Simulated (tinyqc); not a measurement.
Van der Pauw, Hall and four-point-probe measurements on a doped layer: correction factor against the shape of the sample.

A uniform n-type layer with sheet resistance Rs = 1/(q ns mu), point contacts, low field (mu B small).

Rs = 1/(q ns mu). For a rectangle with contacts at the corners, RA = (8 Rs/pi) sum_(k>=0) ln coth((2k + 1) pi a/(2 b)) with current along a short side b and voltage along the opposite one, RB the same with a and b exchanged. ar = a/b. F = Rs/[(pi/ln 2)(RA + RB)/2]; small-asymmetry estimate 1 - (ln 2/2) d^2 - ((ln 2)^2/4 - (ln 2)^3/12) d^4 with d = (RB - RA)/(RB + RA).

Inputs (values chosen for the exercise): sheet density of the layer ns = 6.5e11 cm^-2; drift mobility mu = 1400 cm^2/(V s).

Constants: q = 1.602176634e-19 C. Results are converted to the units shown.

Correction factor against the shape of the sample:
```
ar    RA (ohm)  RB (ohm)    RB/RA       F  estimate of F
1         1513      1513    1.000   1.000          1.000
1.34     518.9      3391    6.536  0.7740         0.7861
1.69     172.8      5624    32.55  0.5221         0.6213
2.03     59.37      7900    133.1  0.3803         0.5767
2.37     20.40   1.021e4    500.6  0.2958         0.5653
2.71     7.011   1.254e4     1788  0.2413         0.5623
3.06     2.335   1.494e4     6397  0.2026         0.5614
3.4     0.8023   1.727e4  2.152e4  0.1753         0.5612
```

RB/RA rises from 1.00 to 21500 and F falls from 1.00 to 0.175. The estimate is 19 % above F at a/b = 1.69 and 3.20 times it in the last row. RA shrinks about as exp(-pi a/b): by a factor of 2.91 between the last two rows, against 2.91.

Program tinyqc, `OMP_NUM_THREADS=1 python tinyqc.py 2850205 2850206 out.jsonl`; Intel Xeon 2.30GHz, shared host, one thread, about 0.01 s.
